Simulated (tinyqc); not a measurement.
Shallow acceptor in the spherical four-band model, step by step. Values are carried at full precision from step to step, so a last printed digit may differ when a step is redone from the rounded ones.

Units Ry* = Ry/(g1 eps^2) and a* = a0 eps g1; mu = (6 g3 + 4 g2)/(5 g1) is the spherical heavy-light coupling and delta = (g3 - g2)/g1 the cubic term, which is left out.

Constants: Ry = 13.60569312 eV; a0 (Bohr radius) = 0.5291772105 angstrom.

Parameters, chosen for this exercise (near those of a shallow acceptor in GaAs; the results hold for these values, not for the real material): g1 = 6.95 (Luttinger gamma1); g2 = 2.05 (gamma2); g3 = 2.97 (gamma3); eps = 13.5 (dielectric constant); al = (0.978, 5.87) 1/a*^2 (exponents a_i, the same for f and g); Dso = 0.33 eV (spin-orbit splitting).

## Units and couplings

Give Ry*, a*, mu, delta and the spherical masses 1/(g1 (1 -/+ mu)).

Ry* = 10.742 meV
a* = 49.65 angstrom
mu = 0.7488
delta = 0.1324

heavy and light mass (m0): 0.5727  0.0823

A hydrogen model with the heavy mass would bind by Ry*/(1 - mu) = 42.8 meV and with the light mass by 6.1 meV. delta/mu = 0.18: the cubic term is a modest correction.

## Matrices in a small basis

The ground state 1S3/2 has an L = 0 part f(r) and an L = 2 part g(r). In units of Ry* and a*, with Gaussians f_i = exp(-a_i r^2), g_i = r^2 exp(-a_i r^2), A = a_i + a_j and I(n) = Gamma((n + 1)/2)/(2 A^((n + 1)/2)): S_ff = I(2), S_gg = I(6), H_ff = (6 a_i a_j/A) I(2) - 2 I(1), H_gg = (14 a_i a_j/A) I(6) - 2 I(5), H_fg = -mu [15 I(2) - 20 a_j I(4) + 4 a_j^2 I(6)]; each function is then normalised. The split-off band is left out.

Form S and H.

S:
```
        f1      f2      g1      g2
f1  1.0000  0.5854       0       0
f2  0.5854  1.0000       0       0
g1       0       0  1.0000  0.2866
g2       0       0  0.2866  1.0000
```

H (Ry*):
```
         f1        f2       g1        g2
f1  -0.2222   -0.5126  -2.8362   -0.8130
f2  -0.5126    9.8775  -4.8795  -17.0230
g1  -2.8362   -4.8795   5.1627    2.4614
g2  -0.8130  -17.0230   2.4614   36.9660
```

## Ground state in the small basis

Solve H u = E S u for the lowest level of the acceptor; the first half of the basis is L = 0 and the second L = 2. Give E, E without the f-g block, and the L = 2 weight u_g S_gg u_g with u S u = 1.

E = -1.923 Ry*
E without coupling = -0.236 Ry*
L = 2 weight = 0.227

Without the coupling the exact value is -1, which this basis, tuned to the compact coupled state, misses by 0.764. The coupling to L = 2 takes the level to 1.92 times that exact value.

## Converged result

Converged values use 22 exponents 2.2^i, i = -7 to 14, for f and for g.
Ground and next level of the same symmetry, L = 2 weight and mean radius.

1S3/2 and 2S3/2 (Ry*): -2.137  -0.632

binding energies (meV): 22.9  6.8

L = 2 weight = 0.258
<r> = 38.2 angstrom

The small basis reaches 90 % of the binding. The ratio 1S/2S is 3.38 (4 for hydrogen). The binding is 0.07 of Dso, so leaving out the split-off band is safe.

## Checks

- Level at mu = 0 against -1 Ry*: both -1.0000.
- Ground level from a second, denser basis, Ry*: both -2.137.

Run: tinyqc, `OMP_NUM_THREADS=1 python tinyqc.py 1282406 1282407 out.jsonl`; Intel(R) Xeon(R) Processor @ 2.30GHz, one thread, shared host; about 0.06 s of CPU time with all checks.
